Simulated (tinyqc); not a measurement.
Inside a calculation. Method: RKS/PBE in the 6-31g basis, for H2, spin multiplicity 1. Computed by tinyqc, a small Python program that keeps every step (integrals from PySCF). Settings: charge = 0, multiplicity = 1, basis = 6-31g, energy threshold = 1e-10, iteration cap = 85, orthogonalisation = symmetric, start = random, DIIS depth = 8, DIIS from iteration = 3, method = RKS, functional = pbe,pbe, grid = [30, 26]. Command: `OMP_NUM_THREADS=1 python tinyqc.py 22939 22940 out.jsonl` (the two numbers bound the seeds that draw the settings). One thread of a shared host (Intel(R) Xeon(R) Processor @ 2.60GHz), about 0.2 s of CPU time with the checks. Later iterations appear only in the table of the cycle.

## One-electron integrals

Geometry (angstrom):
```
atom,x,y,z
H,0.00000,0.00000,0.00000
H,0.00000,0.00000,0.90500
```

Basis 6-31g: exponents (1/bohr^2) and contraction coefficients of normalised primitives:
```
element,l (shell),exponent,coefficient
H,s (1),18.73114,0.03349
H,s (1),2.82539,0.23473
H,s (1),0.64012,0.81376
H,s (2),0.16128,1.00000
```

Overlap, kinetic and nuclear-attraction integrals over the contracted functions; the nuclear repulsion is the sum of Za Zb / Rab.

nuclear repulsion = 0.5847262 hartree

overlap S:
```
,1H 1s,1H 2s,2H 1s,2H 2s
1H 1s,1.00000,0.65829,0.31924,0.44819
1H 2s,0.65829,1.00000,0.44819,0.78990
2H 1s,0.31924,0.44819,1.00000,0.65829
2H 2s,0.44819,0.78990,0.65829,1.00000
```

kinetic energy T (hartree):
```
,1H 1s,1H 2s,2H 1s,2H 2s
1H 1s,1.39568,0.25974,0.08468,0.13124
1H 2s,0.25974,0.24192,0.13124,0.16104
2H 1s,0.08468,0.13124,1.39568,0.25974
2H 2s,0.13124,0.16104,0.25974,0.24192
```

nuclear attraction V (hartree):
```
,1H 1s,1H 2s,2H 1s,2H 2s
1H 1s,-2.23555,-1.11685,-0.66341,-0.78697
1H 2s,-1.11685,-1.12643,-0.78697,-0.93815
2H 1s,-0.66341,-0.78697,-2.23555,-1.11685
2H 2s,-0.78697,-0.93815,-1.11685,-1.12643
```

core Hamiltonian H = T + V (hartree):
```
,1H 1s,1H 2s,2H 1s,2H 2s
1H 1s,-0.83987,-0.85712,-0.57873,-0.65573
1H 2s,-0.85712,-0.88451,-0.65573,-0.77711
2H 1s,-0.57873,-0.65573,-0.83987,-0.85712
2H 2s,-0.65573,-0.77711,-0.85712,-0.88451
```

## Two-electron integrals

Functions are numbered as in S; the eight-fold symmetry (ij|kl) = (ji|kl) = (kl|ij) leaves the list below.

Two-electron integrals (ij|kl) in chemists' order, unique and non-zero (hartree):
```
i,j,k,l,(ij|kl)
1,1,1,1,1.07657
2,1,1,1,0.57847
2,1,2,1,0.32942
2,2,1,1,0.58740
2,2,2,1,0.36130
2,2,2,2,0.45315
3,1,1,1,0.26884
3,1,2,1,0.15530
3,1,2,2,0.17329
3,1,3,1,0.09611
3,2,1,1,0.27664
3,2,2,1,0.17060
3,2,2,2,0.21242
3,2,3,1,0.11294
3,2,3,2,0.15162
3,3,1,1,0.56645
3,3,2,1,0.35842
3,3,2,2,0.46283
3,3,3,1,0.26884
3,3,3,2,0.38524
3,3,3,3,1.07657
4,1,1,1,0.38524
4,1,2,1,0.22050
4,1,2,2,0.24380
4,1,3,1,0.11294
4,1,3,2,0.12731
4,1,3,3,0.27664
4,1,4,1,0.15162
4,2,1,1,0.43498
4,2,2,1,0.26969
4,2,2,2,0.34436
4,2,3,1,0.14554
4,2,3,2,0.18954
4,2,3,3,0.43498
4,2,4,1,0.18954
4,2,4,2,0.28274
4,3,1,1,0.35842
4,3,2,1,0.22555
4,3,2,2,0.29257
4,3,3,1,0.15530
4,3,3,2,0.22050
4,3,3,3,0.57847
4,3,4,1,0.17060
4,3,4,2,0.26969
4,3,4,3,0.32942
4,4,1,1,0.46283
4,4,2,1,0.29257
4,4,2,2,0.39095
4,4,3,1,0.17329
4,4,3,2,0.24380
4,4,3,3,0.58740
4,4,4,1,0.21242
4,4,4,2,0.34436
4,4,4,3,0.36130
4,4,4,4,0.45315
```

## Orthogonalisation

S = U s U^T; symmetric (Loewdin) form X = U s^(-1/2) U^T, so that X^T S X = 1.

eigenvalues of S: 0.12996  0.42334  0.76090  2.68580

X:
```
,1H 1s,1H 2s,2H 1s,2H 2s
1H 1s,1.26154,-0.49760,-0.09159,0.04436
1H 2s,-0.49760,1.77218,0.04436,-0.79501
2H 1s,-0.09159,0.04436,1.26154,-0.49760
2H 2s,0.04436,-0.79501,-0.49760,1.77218
```

## Starting guess

The start is random orthonormal orbitals; D = 2 C_occ C_occ^T.

D at the start:
```
,1H 1s,1H 2s,2H 1s,2H 2s
1H 1s,0.08587,-0.03854,-0.10163,-0.34418
1H 2s,-0.03854,0.01730,0.04561,0.15446
2H 1s,-0.10163,0.04561,0.12029,0.40735
2H 2s,-0.34418,0.15446,0.40735,1.37948
```

## Iteration 1: exchange-correlation on the grid

Becke grid with 30 radial and 26 angular points per atom, points of zero weight dropped. rho = sum D_ij phi_i phi_j; V_xc,ij = sum w v_xc phi_i phi_j plus the gradient terms; v_xc is d(rho eps)/d rho at fixed gradient.

The 12 grid points with the largest w rho, of 1538 (bohr, atomic units):
```
x,y,z,w,rho,|grad rho|^2,eps_xc,v_xc
1.82983,0.00000,1.71020,0.58154,0.02176,0.00111,-0.25609,-0.30675
0.00000,-1.82983,1.71020,0.58154,0.02176,0.00111,-0.25609,-0.30675
-1.82983,0.00000,1.71020,0.58154,0.02176,0.00111,-0.25609,-0.30675
0.00000,1.82983,1.71020,0.58154,0.02176,0.00111,-0.25609,-0.30675
0.00000,0.00000,3.54003,0.60696,0.02078,0.00113,-0.25403,-0.29982
0.00000,0.00000,3.25575,0.38075,0.03256,0.00253,-0.28755,-0.35064
0.00000,-1.54555,1.71020,0.37139,0.03325,0.00233,-0.28817,-0.35541
1.54555,0.00000,1.71020,0.37139,0.03325,0.00233,-0.28817,-0.35541
-1.54555,0.00000,1.71020,0.37139,0.03325,0.00233,-0.28817,-0.35541
0.00000,1.54555,1.71020,0.37139,0.03325,0.00233,-0.28817,-0.35541
-2.15309,0.00000,1.71020,0.89390,0.01308,0.00045,-0.22359,-0.25610
0.00000,2.15309,1.71020,0.89390,0.01308,0.00045,-0.22359,-0.25610
```

electrons on the grid, sum of w rho = 1.98541

E_xc = sum of w rho eps_xc = -0.5524622 hartree

V_xc (hartree):
```
,1H 1s,1H 2s,2H 1s,2H 2s
1H 1s,-0.20061,-0.14565,-0.12027,-0.11838
1H 2s,-0.14565,-0.21678,-0.18999,-0.21650
2H 1s,-0.12027,-0.18999,-0.52276,-0.29225
2H 2s,-0.11838,-0.21650,-0.29225,-0.30612
```

## Iteration 1: building the Kohn-Sham matrix

J_ij = sum D_kl (ij|kl); F = H + J + V_xc; E = tr D H + tr D J / 2 + E_xc + E_nn.

Coulomb J (hartree):
```
,1H 1s,1H 2s,2H 1s,2H 2s
1H 1s,0.89641,0.57652,0.37000,0.42843
1H 2s,0.57652,0.78647,0.53838,0.71418
2H 1s,0.37000,0.53838,1.36454,0.80926
2H 2s,0.42843,0.71418,0.80926,0.96125
```

Kohn-Sham matrix F (hartree):
```
,1H 1s,1H 2s,2H 1s,2H 2s
1H 1s,-0.14408,-0.42625,-0.32900,-0.34568
1H 2s,-0.42625,-0.31482,-0.30734,-0.27943
2H 1s,-0.32900,-0.30734,0.00190,-0.34011
2H 2s,-0.34568,-0.27943,-0.34011,-0.22938
```

total energy of this density = -0.6918358 hartree

## Iteration 1: diagonalisation and new density

Diagonalise F' = X^T F X, C = X C', fill 1 alpha and 1 beta electrons from the bottom; D = 2 C_occ C_occ^T. Each column has its largest component positive (the first on a tie).

F' = X^T F X (hartree):
```
,1,2,3,4
1,0.25189,-0.46270,-0.23289,-0.05879
2,-0.46270,0.08645,-0.02910,-0.13097
3,-0.23289,-0.02910,0.39732,-0.45083
4,-0.05879,-0.13097,-0.45083,0.21510
```

orbital energies (hartree): MO1 -0.45830, MO2 -0.00479, MO3 0.54629, MO4 0.86755

coefficients C:
```
,MO1,MO2,MO3,MO4
1H 1s,0.38435,-0.15855,1.00692,0.81407
1H 2s,0.45360,-1.22018,-0.91887,-1.21792
2H 1s,0.26274,0.31629,0.60364,-1.14717
2H 2s,0.11599,1.26555,-0.46891,1.47895
```

D after iteration 1:
```
,1H 1s,1H 2s,2H 1s,2H 2s
1H 1s,0.29545,0.34868,0.20197,0.08916
1H 2s,0.34868,0.41150,0.23835,0.10523
2H 1s,0.20197,0.23835,0.13806,0.06095
2H 2s,0.08916,0.10523,0.06095,0.02691
```

## Iteration 2: exchange-correlation on the grid

As before.

The 12 grid points with the largest w rho, of 1538 (bohr, atomic units):
```
x,y,z,w,rho,|grad rho|^2,eps_xc,v_xc
1.29576,0.00000,0.00000,0.23188,0.03600,0.00567,-0.30476,-0.34810
0.00000,-1.29576,0.00000,0.23188,0.03600,0.00567,-0.30476,-0.34810
-1.29576,0.00000,0.00000,0.23188,0.03600,0.00567,-0.30476,-0.34810
0.00000,1.29576,0.00000,0.23188,0.03600,0.00567,-0.30476,-0.34810
0.00000,1.07687,0.00000,0.14107,0.05667,0.01420,-0.34576,-0.40636
-1.07687,0.00000,0.00000,0.14107,0.05667,0.01420,-0.34576,-0.40636
0.00000,-1.07687,0.00000,0.14107,0.05667,0.01420,-0.34576,-0.40636
1.07687,0.00000,0.00000,0.14107,0.05667,0.01420,-0.34576,-0.40636
1.54555,0.00000,0.00000,0.37139,0.02133,0.00207,-0.26557,-0.29068
0.00000,-1.54555,0.00000,0.37139,0.02133,0.00207,-0.26557,-0.29068
-1.54555,0.00000,0.00000,0.37139,0.02133,0.00207,-0.26557,-0.29068
0.00000,1.54555,0.00000,0.37139,0.02133,0.00207,-0.26557,-0.29068
```

electrons on the grid, sum of w rho = 1.99711

E_xc = sum of w rho eps_xc = -0.6621696 hartree

V_xc (hartree):
```
,1H 1s,1H 2s,2H 1s,2H 2s
1H 1s,-0.56037,-0.30326,-0.16719,-0.20993
1H 2s,-0.30326,-0.29635,-0.19085,-0.23594
2H 1s,-0.16719,-0.19085,-0.48049,-0.26287
2H 2s,-0.20993,-0.23594,-0.26287,-0.26632
```

## Iteration 2: building the Kohn-Sham matrix

As before.

Coulomb J (hartree):
```
,1H 1s,1H 2s,2H 1s,2H 2s
1H 1s,1.49825,0.87430,0.46317,0.60586
1H 2s,0.87430,1.00926,0.55523,0.80292
2H 1s,0.46317,0.55523,1.27583,0.76834
2H 2s,0.60586,0.80292,0.76834,0.93554
```

Kohn-Sham matrix F (hartree):
```
,1H 1s,1H 2s,2H 1s,2H 2s
1H 1s,0.09801,-0.28608,-0.28275,-0.25981
1H 2s,-0.28608,-0.17160,-0.29135,-0.21012
2H 1s,-0.28275,-0.29135,-0.04454,-0.35164
2H 2s,-0.25981,-0.21012,-0.35164,-0.21529
```

total energy of this density = -1.1126363 hartree

## Iteration 2: diagonalisation and new density

As before.

F' = X^T F X (hartree):
```
,1,2,3,4
1,0.49369,-0.44746,-0.21897,-0.02665
2,-0.44746,0.23172,-0.04735,-0.11631
3,-0.21897,-0.04735,0.33842,-0.45297
4,-0.02665,-0.11631,-0.45297,0.17812
```

orbital energies (hartree): MO1 -0.35448, MO2 0.04171, MO3 0.62349, MO4 0.93123

coefficients C:
```
,MO1,MO2,MO3,MO4
1H 1s,0.25228,0.24734,0.63950,-1.14702
1H 2s,0.18806,1.31960,-0.43413,1.43425
2H 1s,0.37323,-0.19533,0.98996,0.83185
2H 2s,0.40568,-1.22795,-0.94692,-1.20546
```

D after iteration 2:
```
,1H 1s,1H 2s,2H 1s,2H 2s
1H 1s,0.12729,0.09489,0.18832,0.20469
1H 2s,0.09489,0.07073,0.14038,0.15258
2H 1s,0.18832,0.14038,0.27861,0.30283
2H 2s,0.20469,0.15258,0.30283,0.32915
```

## Iteration 8 (converged): orbitals

converged F (hartree):
```
,1H 1s,1H 2s,2H 1s,2H 2s
1H 1s,0.01776,-0.32409,-0.28496,-0.27888
1H 2s,-0.32409,-0.19898,-0.27888,-0.21443
2H 1s,-0.28496,-0.27888,0.01776,-0.32409
2H 2s,-0.27888,-0.21443,-0.32409,-0.19898
```

As before.

F' = X^T F X (hartree):
```
,1,2,3,4
1,0.40696,-0.45111,-0.21814,-0.03732
2,-0.45111,0.20047,-0.03732,-0.11600
3,-0.21814,-0.03732,0.40696,-0.45111
4,-0.03732,-0.11600,-0.45111,0.20047
```

orbital energies (hartree): MO1 -0.35457, MO2 0.02916, MO3 0.62785, MO4 0.91241

coefficients C:
```
,MO1,MO2,MO3,MO4
1H 1s,0.31469,-0.23093,0.82951,1.00450
1H 2s,0.29963,-1.27252,-0.70026,-1.35011
2H 1s,0.31469,0.23093,0.82951,-1.00450
2H 2s,0.29963,1.27252,-0.70026,1.35011
```

D after iteration 8:
```
,1H 1s,1H 2s,2H 1s,2H 2s
1H 1s,0.19806,0.18858,0.19806,0.18858
1H 2s,0.18858,0.17956,0.18858,0.17956
2H 1s,0.19806,0.18858,0.19806,0.18858
2H 2s,0.18858,0.17956,0.18858,0.17956
```

## Convergence

Stop when the energy changes by less than 1e-10 hartree and every element of the error matrix X^T (F D S - S D F) X is below 3e-06.

Course of the cycle:
```
iteration,E (hartree),change,largest element of the error matrix
1,-0.6918358,-,5.32e-01
2,-1.1126363,-4.21e-01,1.59e-01
3,-1.1254101,-1.28e-02,1.46e-01
4,-1.1330413,-7.63e-03,1.23e-01
5,-1.1508682,-1.78e-02,5.75e-04
6,-1.1508687,-4.94e-07,7.92e-05
7,-1.1508687,-9.13e-09,1.35e-06
8,-1.1508687,-2.01e-12,7.37e-09
```

PySCF RKS in the same basis, fine grid = -1.1507014 hartree

Converged in 8 iterations. The coarse grid moves the energy by -1.67e-04 hartree.

## Populations, bond orders and dipole

Mulliken: Z minus the diagonal of D S on the atom; Loewdin: the same with S^(1/2) D S^(1/2); Mayer order: 2 sum_s sum (D(s) S)_ij (D(s) S)_ji over the two atoms.

Charges (e):
```
atom,Mulliken,Loewdin
1H,-1.48e-08,-1.06e-08
2H,1.48e-08,1.06e-08
```

Mayer bond orders:
```
pair,order
2-1,1.00000
```

dipole moment about the origin, x y z (debye): 0.00000  0.00000  0.00000
